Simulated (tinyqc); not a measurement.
Transfer length from front and end resistance.

Inverse problem. A contact of length d and width W has Rc = (Rsh Lt/W) coth(d/Lt) and Re = (Rsh Lt/W)/sinh(d/Lt), with Rsh the sheet resistance under the metal and Lt = sqrt(rc/Rsh). Find Lt, Rsh and rc.

Inputs (values chosen for the exercise):

| symbol | value | unit | meaning |
|---|---|---|---|
| d | 0.55 | um | contact length |
| W | 42 | um | contact width |

Rc = 60.321618 ohm
Re = 54.276642 ohm

Answer. Rc/Re = cosh(d/Lt) gives Lt, and Re then gives Rsh.

Lt = 1.18 um
Rsh = 940 ohm/sq
rc = 1.30e-5 ohm cm^2

tinyqc, about 0.01 s, one thread, Intel Xeon 2.30GHz (shared host): `OMP_NUM_THREADS=1 python tinyqc.py 2760097 2760098 out.jsonl`
